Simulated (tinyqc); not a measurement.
# Changing the thickness d

Model: permeation of metal atoms or ions through a thin barrier or dielectric: time lag, field-aided drift and lifetime. Computed by tinyqc, a small Python program. Command: `OMP_NUM_THREADS=1 python tinyqc.py 3006258 3006259 out.jsonl barrier sweep`. One thread of a shared host (Intel(R) Xeon(R) Processor @ 2.30GHz), about 0.02 s of CPU time with the checks.

The film 0 < x < d is empty at first; C = C0 at x = 0 and C = 0 at x = d. dC/dt = D d2C/dx2 - v dC/dx with drift v = D z e V/(k_B T d) (uniform field, no space charge).

Inputs (values chosen for the exercise, for a model case: singly charged ions through a dielectric): prefactor D0 = 3.3e-05 cm^2/s; activation energy E = 0.718 eV; concentration at the source side C0 = 1.4e+15 1/cm^3; charge number z = 1; voltage V (positive drives ions across) = -0.13 V; critical dose Q_c = 6e+09 1/cm^2; test temperature T = 100 C; use temperature T_u = 100 C.

Constants: k_B = 8.617333262e-05 eV/K.

Method:
- D = D0 exp(-E/(k_B T)); time scale d^2/D; Peclet number P = z V/(k_B T), k_B T in eV; 1 nm = 1e-7 cm.
- Temperatures in kelvin are T(C) + 273.15.
- Steady flux J = (D C0/d) P/(1 - exp(-P)); time lag in units of d^2/D: s_L = [P (1 + exp(-P))/(1 - exp(-P)) - 2]/P^2 (P = 0: J = D C0/d, s_L = 1/6).
- Dose through the film Q(s) = C0 d {f (s - s_L) - 2 exp(P/2) sum_(n=1..200) (-1)^n n^2 pi^2 exp(-l_n s)/l_n^2}, l_n = n^2 pi^2 + P^2/4, f = P/(1 - exp(-P)) the relative flux.
- Solve Q = Q_c for s. At the use temperature D and P take T_u, with the same C0 and V; 1 year = 3.15576e7 s.

One run for each value:
```
thickness d (nm)  failure time at T (s)  time lag (s)  s at the critical dose  steady flux J (1/(cm^2 s))
4.4                          3.9458e+03    3.9107e+00                  135.02                  1.5221e+06
6.7                          6.0115e+03    9.0677e+00                   88.72                  9.9959e+05
10.0                         8.9791e+03    2.0200e+01                   59.49                  6.6973e+05
16.0                         1.4386e+04    5.1712e+01                   37.23                  4.1858e+05
24.0                         2.1618e+04    1.1635e+02                   24.86                  2.7905e+05
37.0                         3.3424e+04    2.7654e+02                   16.17                  1.8101e+05
56.0                         5.0803e+04    6.3347e+02                   10.73                  1.1959e+05
86.0                         7.8540e+04    1.4940e+03                    7.04                  7.7875e+04
130.0                        1.1988e+05    3.4138e+03                    4.70                  5.1517e+04
```

Over the rows, failure time at T (s) rises from 3950 to 120000 (exponent d ln y / d ln x about 1.0 throughout); time lag (s) rises from 3.91 to 3410 (exponent d ln y / d ln x about 2.0 throughout); s at the critical dose falls from 135 to 4.70 (exponent d ln y / d ln x about -0.99 throughout). The exponent of failure time at T stays between 1.00 and 1.02, near 1: steady flow: J scales as 1/d. The exponent of time lag stays at 2: the lag scales as d^2/D, with P independent of d.

Caution (all rows): grain boundaries, pinholes, trapping and space charge are left out; thin real barriers usually fail at defects. Caution (rows 56.0, 86.0, 130): the space-charge potential z e C0 d^2/(2 eps) (for eps_r near 4) exceeds 10 mV, so the field is not uniform.

Extremes, crossings and ranges named in words are read from the listed rows.
